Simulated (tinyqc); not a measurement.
# Minority carriers and saturation current of a heavily doped emitter: effects of single changes

n-type, parabolic bands, full ionisation. eta = (EF - Ec)/kB T solves N = Nc F12(eta), F12(x) = (2/sqrt(pi)) int_0^infinity sqrt(u)/(1 + exp(u - x)) du. The gap shrinks rigidly by dEg = a3 y^(1/3) + a4 y^(1/4) + a2 y^(1/2), y = N/1e18 cm^-3, an empirical law that is here taken as the true narrowing.

Parameters, values chosen for the exercise; band and dielectric values close to those of silicon: temperature T = 250 K; band gap Eg = 1.14 eV; conduction-band density of states at 250 K Nc = 2.09e19 cm^-3; valence-band density of states at 250 K Nv = 2.01e19 cm^-3; coefficient of (N/1e18)^(1/3) a3 = 11.7 meV; coefficient of (N/1e18)^(1/4) a4 = 4 meV; coefficient of (N/1e18)^(1/2) a2 = 4.3 meV; minority-hole mobility mup = 150 cm^2/(V s); Auger coefficient Cn = 1.9e-31 cm^6/s; defect lifetime ts = 0.12 us; emitter width W = 550 nm; recombination velocity at the contact S = 1500 cm/s.

Constants: q = 1.602176634e-19 C, kB = 1.380649e-23 J/K, Vt = kB T/q. Results are converted to the units shown.

Each table varies one quantity; the others keep the values above.

## Approximations to the Fermi level

With u = N/Nc: Boltzmann ln u; Joyce-Dixon ln u + 0.353553 u - 4.95009e-3 u^2 + 1.48386e-4 u^3 - 4.42563e-6 u^4; degenerate limit (3 sqrt(pi) u/4)^(2/3). The Einstein ratio is D/(mu Vt) = F12/Fm, Fm(x) = dF12/dx = (1/sqrt(pi)) int_0^infinity u^(-1/2)/(1 + exp(u - x)) du.

Result of one run:

| N (cm^-3) | N/Nc | eta | Boltzmann | Joyce-Dixon | degenerate | D/(mu Vt) |
|---|---|---|---|---|---|---|
| 1.1e19 | 0.5263 | -0.4571 | -0.6419 | -0.4571 | 0.7881 | 1.183 |

What becomes of these results when the ionised donor density N is changed from 1.1e19 to 3.2e20 cm^-3, all else the same?

Result of the changed run:

| N (cm^-3) | N/Nc | eta | Boltzmann | Joyce-Dixon | degenerate | D/(mu Vt) |
|---|---|---|---|---|---|---|
| 3.2e20 | 15.31 | 7.341 | 2.729 | 7.271 | 7.455 | 5.051 |

The whole series:

| N (cm^-3) | N/Nc | eta | Boltzmann | Joyce-Dixon | degenerate | D/(mu Vt) |
|---|---|---|---|---|---|---|
| 1.4e18 | 0.06699 | -2.680 | -2.703 | -2.680 | 0.1994 | 1.024 |
| 2.8e18 | 0.1340 | -1.963 | -2.010 | -1.963 | 0.3165 | 1.047 |
| 5.5e18 | 0.2632 | -1.242 | -1.335 | -1.242 | 0.4965 | 1.092 |
| 1.1e19 | 0.5263 | -0.4571 | -0.6419 | -0.4571 | 0.7881 | 1.183 |
| 2.1e19 | 1.005 | 0.3552 | 0.004773 | 0.3552 | 1.213 | 1.346 |
| 4.2e19 | 2.010 | 1.390 | 0.6979 | 1.390 | 1.925 | 1.674 |
| 8.3e19 | 3.971 | 2.713 | 1.379 | 2.713 | 3.032 | 2.272 |
| 1.6e20 | 7.656 | 4.506 | 2.035 | 4.503 | 4.696 | 3.277 |
| 3.2e20 | 15.31 | 7.341 | 2.729 | 7.271 | 7.455 | 5.051 |
| 6.4e20 | 30.62 | 11.76 | 3.422 | 9.976 | 11.83 | 7.937 |

Boltzmann is within 0.1 of eta up to N/Nc = 0.26, Joyce-Dixon within 0.01 up to 7.7, and the degenerate limit is off by 0.070 in the last row. The Einstein ratio rises from 1.02 to 7.94: degenerate carriers diffuse faster for the same mobility.

## Effect of the doping

ni = sqrt(Nc Nv) exp(-Eg/(2 Vt)), Eg in volts; degeneracy factor g = F12(eta) exp(-eta); nie^2 = ni^2 exp(dEg/kB T) g, p0 = nie^2/N; apparent narrowing dEg + kB T ln g. 1/tau = Cn N^2 + 1/ts, D = mup Vt, L = sqrt(D tau); J0 = (q p0 D/L)(s + tanh(W/L))/(1 + s tanh(W/L)), s = S L/D; the share recombining inside is 1 - 1/[cosh(W/L)(1 + tanh(W/L)/s)]. The mobility is held fixed.

Result of one run:

| N (cm^-3) | apparent narrowing (meV) | p0 (cm^-3) | L (nm) | J0 (fA/cm^2) | share inside (%) |
|---|---|---|---|---|---|
| 3.5e18 | 30.01 | 0.005044 | 5506 | 0.001643 | 28.39 |

What becomes of these results when the ionised donor density N is changed from 3.5e18 to 1.9e19 cm^-3, all else the same?

Result of the changed run:

| N (cm^-3) | apparent narrowing (meV) | p0 (cm^-3) | L (nm) | J0 (fA/cm^2) | share inside (%) |
|---|---|---|---|---|---|
| 1.9e19 | 51.48 | 0.002517 | 2050 | 0.002216 | 74.30 |

The whole series:

| N (cm^-3) | apparent narrowing (meV) | p0 (cm^-3) | L (nm) | J0 (fA/cm^2) | share inside (%) |
|---|---|---|---|---|---|
| 2.9e17 | 12.89 | 0.02750 | 6221 | 0.008414 | 23.69 |
| 6.7e17 | 17.13 | 0.01450 | 6196 | 0.004443 | 23.84 |
| 1.5e18 | 22.54 | 0.008322 | 6073 | 0.002575 | 24.57 |
| 3.5e18 | 30.01 | 0.005044 | 5506 | 0.001643 | 28.39 |
| 8.1e18 | 39.55 | 0.003394 | 3942 | 0.001398 | 43.66 |
| 1.9e19 | 51.48 | 0.002517 | 2050 | 0.002216 | 74.30 |
| 4.3e19 | 64.18 | 0.002006 | 947.9 | 0.006072 | 93.38 |
| 9.8e19 | 75.44 | 0.001484 | 419.9 | 0.01591 | 98.89 |
| 2.3e20 | 78.40 | 7.256e-4 | 179.2 | 0.02087 | 99.92 |

The apparent narrowing rises from 12.9 to 78.4 meV. p0 goes as N^(-0.76) between the first two rows and N^(-0.84) between the last two (-1 without narrowing or degeneracy), and J0 goes from 0.00841 through a minimum of 0.00140 (at N = 8.1e18 cm^-3 among the rows listed) to 0.0209 fA/cm^2. Past the minimum Auger recombination shortens L faster than p0 falls.

Range of the model: Band tails, non-parabolic bands and incomplete ionisation are left out.

Numbers from tinyqc (`OMP_NUM_THREADS=1 python tinyqc.py 2330093 2330094 out.jsonl`; about 0.01 s on one thread of a shared Intel Xeon 2.30GHz).
